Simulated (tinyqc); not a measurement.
Anneal temperature: kinetics of strain relaxation and threading dislocations in mismatched semiconductor layers. Computed by tinyqc, a small Python program. Command: `OMP_NUM_THREADS=1 python tinyqc.py 3028877 3028878 out.jsonl threading walk`. One thread of a shared host (Intel(R) Xeon(R) Processor @ 2.30GHz), about 0.01 s of CPU time with the checks.

60-degree dislocations on {111} planes of a (001) layer, isotropic elasticity. The Schmid factor is 1/sqrt(6), and a misfit segment relieves strain with b/2.

Inputs (values chosen for the exercise, modelled on In(0.2)Ga(0.8)As on GaAs):
```
quantity                         value         unit
misfit f                        0.0147            -
shear modulus G                   44.3          GPa
Poisson ratio nu                  0.32            -
Burgers vector b                  4.05     angstrom
glide activation energy Q         1.28           eV
velocity prefactor v0            11000  m/s per MPa
layer thickness h                  130           nm
anneal temperature T               553            K
anneal time t                       97            s
initial thread density rho_0   1.4e+07       1/cm^2
multiplication constant delta    39000          1/m
```

Sources: fixed density of threads.

Constants: k_B = 8.617333262e-05 eV/K.

Method:
- Excess resolved stress tau = (1/sqrt 6) [2 G (1 + nu)/(1 - nu)] (e - e_eq), e_eq = b (1 - nu/4) [ln(h/b) + 1]/(4 pi (1 + nu) h), the Matthews-Blakeslee strain of an uncapped layer; glide velocity v = v0 tau exp(-Q/(k_B T)), tau in MPa.
- Threads run in two directions, so de/dt = -(b/4) rho v, with rho fixed. With x = e - e_eq, x0 = f - e_eq (fully strained at t = 0) and v = m S x (m the mobility, S x = tau): x = x0 exp(-t/t_r), t_r = 4/(b rho_0 m S).
- The half time is that at which x = x0/2.

half time = 29.2952 s

excess stress tau = 949.993 MPa

equilibrium strain e_eq = 0.00117002

After the time t:
```
T (K)  first velocity (micrometre/s)  relieved (%)  threads (1/cm^2)  half time (s)
455                       6.9387e-02         0.703          1.40e+07     9.5351e+03
472                       2.2486e-01         2.259          1.40e+07     2.9423e+03
493                       8.5919e-01         8.361          1.40e+07     7.7003e+02
509                       2.2152e+00        20.158          1.40e+07     2.9867e+02
529                       6.6767e+00        49.263          1.40e+07     9.9091e+01
543                       1.3771e+01        75.328          1.40e+07     4.8043e+01
562                       3.4723e+01        97.066          1.40e+07     1.9054e+01
593                       1.3825e+02       100.000          1.40e+07     4.7855e+00
```

What follows from these numbers?

The half time follows exp(Q/(k_B T)), a decade for each 43 K near 529 K. Relief goes from 20 % at 509 K to 75.3 % at 543 K: with a fixed density the onset is gradual, and more threads relax the layer sooner. Caution: rows with more than 50 % relieved leave out blocking by crossing misfit lines, which slows real layers.

Extremes, crossings and ranges named in words are read from the listed rows.
